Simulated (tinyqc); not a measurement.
Thermoelectric coefficients of a parabolic band, Landauer integrals: effect of the Fermi level.

Bulk parabolic band, x = (E - Ec)/kB T, C = hbar^2/(2 m0), kB T in eV. Modes per area gv m kB T x/(4 pi C) times the back-scattering length l0 x^rr give the transport function s0 X(x), s0 = (2 q^2/h) gv m kB T l0/(4 pi C), X = x^(1 + rr). I_k = int X (x - eta)^k w dx, w = 1/(4 cosh^2((x - eta)/2)).

sigma = s0 I_0, S = -(kB/q) I_1/I_0, Lorenz number L = (kB/q)^2 [I_2/I_0 - (I_1/I_0)^2], kappa_e = L sigma T. Power factor S^2 sigma, ZT = S^2 sigma T/(kappa_e + kL). The integrals are converged.

Values chosen for this exercise:

| symbol | value | unit | meaning |
|---|---|---|---|
| T | 300 | K | temperature |
| m | 0.4 | m0 | mass of one valley |
| gv | 3 |  | valleys |
| l0 | 0.98 | nm | back-scattering length at x = 1 |
| rr | 2 |  | energy exponent of that length |
| kL | 0.42 | W/(m K) | lattice thermal conductivity |

Constants: q = 1.602176634e-19 C, kB = 1.380649e-23 J/K, hbar = 1.054571817e-34 J s, h = 6.62607015e-34 J s, m0 = 9.1093837015e-31 kg, Vt = kB T/q, hbar^2/(2 m0) = 0.0380998212 eV nm^2. Results are converted to the units shown.

Results:
```
eta	sigma (S/cm)	S (uV/K)	kappa_e (W/(m K))	power factor (mW/(m K^2))	ZT
-4	5.394	-689.8	0.004804	0.2567	0.1813
-3	14.61	-604.3	0.01300	0.5334	0.3695
-1	104.1	-438.1	0.09182	1.998	1.171
0	266.1	-362.1	0.2318	3.489	1.606
1	638.9	-295.8	0.5449	5.590	1.738
2	1404	-241.9	1.166	8.217	1.554
3	2800	-200.2	2.264	11.22	1.254
4	5097	-168.5	4.030	14.46	0.9750
5	8580	-144.2	6.666	17.84	0.7554
6	1.354e4	-125.4	10.38	21.30	0.5916
```

Estimate the missing row, eta = -2.

Computed row:
```
eta	sigma (S/cm)	S (uV/K)	kappa_e (W/(m K))	power factor (mW/(m K^2))	ZT
-2	39.30	-519.9	0.03488	1.062	0.7005
```

With this row back in the table: sigma rises from 5.39 to 13500 S/cm, and S rises from -690 to -125 uV/K. Among the rows the power factor is largest at eta = 6 and ZT, 1.74, at eta = 1, where S = -296 uV/K. The power factor is still rising in the last row. ZT peaks at a lower eta than the power factor because kappa_e grows with sigma.

Range of the model: Parabolic bands, elastic scattering and a fixed kL make these model figures, not those of a material.

Program tinyqc, `OMP_NUM_THREADS=1 python tinyqc.py 2800027 2800028 out.jsonl`; Intel Xeon 2.30GHz, shared host, one thread, about 0.1 s.
